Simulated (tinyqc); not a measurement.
## Contact resistivity and sheet resistance from two contact lengths

Question. Rc = [sqrt(rc Rsh)/Wc] coth(Lc/(2 LT)), LT = sqrt(rc/Rsh), Wc = 50 nm; the second contact is twice as long as the first. Find LT, rc and Rsh.

Rc for Lc = 18 and 36 nm (ohm): [606.286810, 312.495414]

Answer. With t = tanh(Lc/(2 LT)) for the shorter contact, the resistance of the longer over that of the shorter is (1 + t^2)/2. Then sqrt(rc Rsh) = Rc t Wc, and rc and Rsh follow by multiplying and dividing by LT.

LT = 50.71 nm
rc = 2.700e-9 ohm cm^2
Rsh = 105.0 ohm

Computed by the program tinyqc: `OMP_NUM_THREADS=1 python tinyqc.py 2170131 2170132 out.jsonl`, one thread of a shared Intel Xeon 2.30GHz, about 0.09 s for the whole run.
